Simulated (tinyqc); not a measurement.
# Esaki diode in forward bias, two-band WKB, step by step

Program tinyqc, `OMP_NUM_THREADS=1 python tinyqc.py 2620025 2620026 out.jsonl`; Intel Xeon 2.30GHz, shared host, one thread, about 0.01 s. Printed values are rounded.

Abrupt p-n junction, depletion approximation. Energies E are counted from the conduction-band edge of the neutral n side; its Fermi level lies at dn, that of the p side at dn - V, and the valence-band edge of the neutral p side at Em = dn + dp - V. Tunnelling needs 0 < E < Em. Two-band dispersion with equal masses m: inside the gap kappa = sqrt(m u (1 - u/Eg)/C), u the distance from a band edge, C = hbar^2/(2 m0).

Parameters, values chosen for the exercise; band and dielectric values those of a made-up semiconductor:
```
symbol,value,unit,meaning
T,200,K,temperature
Eg,0.648,eV,band gap
eps_r,10.6,,relative permittivity
Nc,1.38e17,cm^-3,conduction-band density of states at 200 K
Nv,4.71e18,cm^-3,valence-band density of states at 200 K
m,0.05,m0,band-edge mass of the two-band model
Na,3.2e19,cm^-3,acceptor density
Nd,1.4e19,cm^-3,donor density
V,0.14,V,bias of the p side
nE,13,,points of the energy grid
```

Constants: q = 1.602176634e-19 C, kB = 1.380649e-23 J/K, hbar = 1.054571817e-34 J s, h = 6.62607015e-34 J s, m0 = 9.1093837015e-31 kg, Vt = kB T/q, eps0 = 8.8541878128e-14 F/cm where lengths are in cm, hbar^2/(2 m0) = 0.0380998212 eV nm^2. Results are converted to the units shown.

Range of the model: Parabolic densities of states, no band tails and no gap narrowing, all of which matter at such doping.

## Fermi levels and built-in voltage

Nd = Nc F12(dn/Vt), Na = Nv F12(dp/Vt), F12(x) = (2/sqrt(pi)) int_0^infinity sqrt(u)/(1 + exp(u - x)) du; dn = EF - Ec on the n side, dp = Ev - EF on the p side (negative outside the bands); Vbi = Eg + dn + dp.

dn = 0.452698 eV
dp = 0.0711462 eV
Vbi = 1.17184 V

Boltzmann statistics would give dn = 0.0796 eV and dp = 0.0330 eV. At zero bias the bands of the two sides overlap by dn + dp.

## Width, field and exponent

W = sqrt(2 eps0 eps_r (Vbi - V)(1/Na + 1/Nd)/q), mean field F = (Vbi - V)/W, peak field 2 F. In a uniform field F the exponent is S = pi sqrt(m/C) Eg^1.5/(4 F). Transverse energy Et = C kt^2/m raises it to S (1 + 4 Et/Eg), so T = exp(-S) exp(-Et/Eb) with Eb = Eg/(4 S). KJ = (2 q^2/h) m/(4 pi C) (times 1e14 for A/cm^2 per eV^2).

W = 11.1413 nm
mean field = 0.926147 MV/cm
S = 5.06753
exp(-S) = 0.00629799
Eb = 31.9683 meV
tunnelling length Eg/F = 6.99673 nm

## Current density on a coarse grid

J = KJ exp(-S) Eb times the integral from 0 to Em of [f(E - dn) - f(E - dn + V)] [1 - exp(-min(E, Em - E)/Eb)] dE, f(x) = 1/(1 + exp(x/Vt)), with S and Eb from the mean field; J > 0 flows from p to n. KJ = (2 q^2/h) m/(4 pi C) (times 1e14 for A/cm^2 per eV^2). Simpson's rule on nE equally spaced points from 0 to Em.

```
point    E (eV)  difference of the f  transverse factor
0      0.000000             0.000000           0.000000
1      0.031987             0.000000           0.632336
2      0.063974             0.000001           0.864823
3      0.095961             0.000003           0.950300
4      0.127948             0.000022           0.981727
5      0.159935             0.000141           0.993282
6      0.191922             0.000904           0.997530
7      0.223909             0.005754           0.993282
8      0.255896             0.035705           0.981727
9      0.287883             0.191503           0.950300
10     0.319870             0.602112           0.864823
11     0.351857             0.903673           0.632336
12     0.383844             0.966068           0.000000
```

integral = 0.0442537 eV
KJ = 8.09155e8 A/(cm^2 eV^2)
J = 7209.46 A/cm^2

A converged quadrature gives 7272 A/cm^2; this grid is 0.86 % below that in size.
